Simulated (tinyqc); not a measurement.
# Biaxially strained (001) channel, valley splitting in an inversion layer, step by step

Numbers from tinyqc (`OMP_NUM_THREADS=1 python tinyqc.py 2530020 2530021 out.jsonl`; about 0.01 s on one thread of a shared Intel Xeon 2.30GHz). Printed values are rounded.

A thin layer grown on a relaxed buffer is stretched in the plane. The two valleys with their long axis along the growth direction (D2) sink against the four in-plane ones (D4); confinement in a triangular well splits them too. Only the lowest subband of each set is kept; one relaxation time, so the weakening of intervalley scattering is left out.

Values chosen for this exercise; values close to those of silicon on relaxed silicon-germanium: temperature T = 250 K; germanium share of the relaxed buffer x = 0.16; lattice mismatch per unit x b1 = 0.0418; elastic constant c11 = 167 GPa; elastic constant c12 = 63.9 GPa; shear deformation potential Xu = 9.24 eV; longitudinal mass ml = 0.922 m0; transverse mass mt = 0.184 m0; confining field F = 0.28 MV/cm; inversion density Ns = 6.3e11 cm^-2.

Constants: q = 1.602176634e-19 C, kB = 1.380649e-23 J/K, hbar = 1.054571817e-34 J s, m0 = 9.1093837015e-31 kg, Vt = kB T/q, hbar^2/(2 m0) = 0.0380998212 eV nm^2. Results are converted to the units shown.

## Strain, stress and splitting

e_par = b1 x, e_perp = -2 (c12/c11) e_par, splitting D = Xu (e_par - e_perp), in-plane stress (c11 + c12 - 2 c12^2/c11) e_par.

e_par = 0.6688 %
e_perp = -0.511812 %
D = 109.089 meV
stress = 1.21721 GPa

## Subband edges and densities of states

Levels E(m) = 2.33811 (hbar^2 q^2 F^2/(2 m))^(1/3): E2 = E(ml), E4 = E(mt) + D; N2 = 2 mt kB T/(pi hbar^2), N4 = 4 sqrt(mt ml) kB T/(pi hbar^2).

E2 = 0.0745363 eV
E4 = 0.236636 eV
N2 = 3.31175e12 cm^-2
N4 = 1.48267e13 cm^-2

Of the gap E4 - E2 = 162 meV, confinement gives 53.0 meV.

## Iteration 1: Fermi level by Newton steps

EF at the start = 0.0745 eV

f = N2 ln(1 + exp((EF - E2)/Vt)) + N4 ln(1 + exp((EF - E4)/Vt)) - Ns, f' = [N2/(1 + exp((E2 - EF)/Vt)) + N4/(1 + exp((E4 - EF)/Vt))]/Vt, EF(new) = EF - f/f'.

f = 1.67073e12 cm^-2
f' = 7.71686e13 cm^-2/eV
EF after iteration 1 = 0.0528496 eV

## Iteration 2: Fermi level by Newton steps

As before.

f = 4.04457e11 cm^-2
f' = 4.12780e13 cm^-2/eV
EF after iteration 2 = 0.0430512 eV

## Course of the iteration: Fermi level by Newton steps

Stop when EF changes by less than 1e-10 eV, or after 40 iterations.

Course of the iteration:
```
iteration,EF (eV),|change| (eV)
1,0.0528496,0.0217
2,0.0430512,9.80e-3
3,0.0408967,2.15e-3
4,0.0408037,9.30e-5
5,0.0408036,1.67e-7
6,0.0408036,5.33e-13
```

Converged in 6 iterations. At the end the number of correct digits about doubles with each step.

## Share of the light valleys and conductivity mass

EF = 0.0408036 eV

EF solves Ns = N2 ln(1 + exp((EF - E2)/Vt)) + N4 ln(1 + exp((EF - E4)/Vt)); f2 is the share in D2, and 1/mc = f2/mt + (1 - f2)(1/mt + 1/ml)/2.

f2 = 0.997346
mc = 0.184196 m0

Without strain f2 would be 0.711 and mc 0.208 m0, so repopulation alone gains 13 % in mobility.
